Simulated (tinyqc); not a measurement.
Permeation of metal atoms or ions through a thin barrier or dielectric: time lag, field-aided drift and lifetime. Changing the voltage V (positive drives ions across). Computed by tinyqc, a small Python program. Command: `OMP_NUM_THREADS=1 python tinyqc.py 3004840 3004841 out.jsonl barrier sweep`. One thread of a shared host (Intel(R) Xeon(R) Processor @ 2.30GHz), about 0.02 s of CPU time with the checks.

The film 0 < x < d is empty at first; C = C0 at x = 0 and C = 0 at x = d. dC/dt = D d2C/dx2 - v dC/dx with drift v = D z e V/(k_B T d) (uniform field, no space charge).

Inputs (values chosen for the exercise, for a model case: doubly charged vacancies through an oxide):
```
quantity                               value    unit
thickness d                               85      nm
prefactor D0                           0.092  cm^2/s
activation energy E                      1.4      eV
concentration at the source side C0  1.7e+13  1/cm^3
charge number z                            2       -
critical dose Q_c                      1e+07  1/cm^2
test temperature T                       300       C
use temperature T_u                      100       C
```

Constants: k_B = 8.617333262e-05 eV/K.

Method:
- D = D0 exp(-E/(k_B T)); time scale d^2/D; Peclet number P = z V/(k_B T), k_B T in eV; 1 nm = 1e-7 cm.
- Temperatures in kelvin are T(C) + 273.15.
- Steady flux J = (D C0/d) P/(1 - exp(-P)); time lag in units of d^2/D: s_L = [P (1 + exp(-P))/(1 - exp(-P)) - 2]/P^2 (P = 0: J = D C0/d, s_L = 1/6).
- Dose through the film Q(s) = C0 d {f (s - s_L) - 2 exp(P/2) sum_(n=1..200) (-1)^n n^2 pi^2 exp(-l_n s)/l_n^2}, l_n = n^2 pi^2 + P^2/4, f = P/(1 - exp(-P)) the relative flux.
- Solve Q = Q_c for s. At the use temperature D and P take T_u, with the same C0 and V; 1 year = 3.15576e7 s.

One run for each value; columns: (1) voltage V (positive drives ions across) (V); (2) failure time at T (s); (3) flux relative to D C0/d; (4) time lag s_L; (5) Peclet number P:
```
(1)          (2)        (3)     (4)     (5)
-0.30  1.726e+06  6.436e-05  0.0688  -12.15
-0.15  8.104e+03  1.401e-02  0.1112   -6.07
-0.05  6.063e+02  3.080e-01  0.1563   -2.02
0.05   2.346e+02  2.333e+00  0.1563    2.02
0.15   1.470e+02  6.088e+00  0.1112    6.07
0.30   9.514e+01  1.215e+01  0.0688   12.15
0.50   6.508e+01  2.025e+01  0.0445   20.25
```

Over the rows, failure time at T (s) falls from 1.73e6 to 65.1; flux relative to D C0/d rises from 6.44e-5 to 20.2; time lag s_L goes from 0.0688 through a maximum among these rows, 0.156 at -0.0500, to 0.0445. The lag is even in V and the flux is not: f(P) - f(-P) = P. Left out: -0.500 (the run failed its checks). Left out: 0.700 (the field term is too large for the series).

Caution (all rows): grain boundaries, pinholes, trapping and space charge are left out; thin real barriers usually fail at defects.

Extremes, crossings and ranges named in words are read from the listed rows.
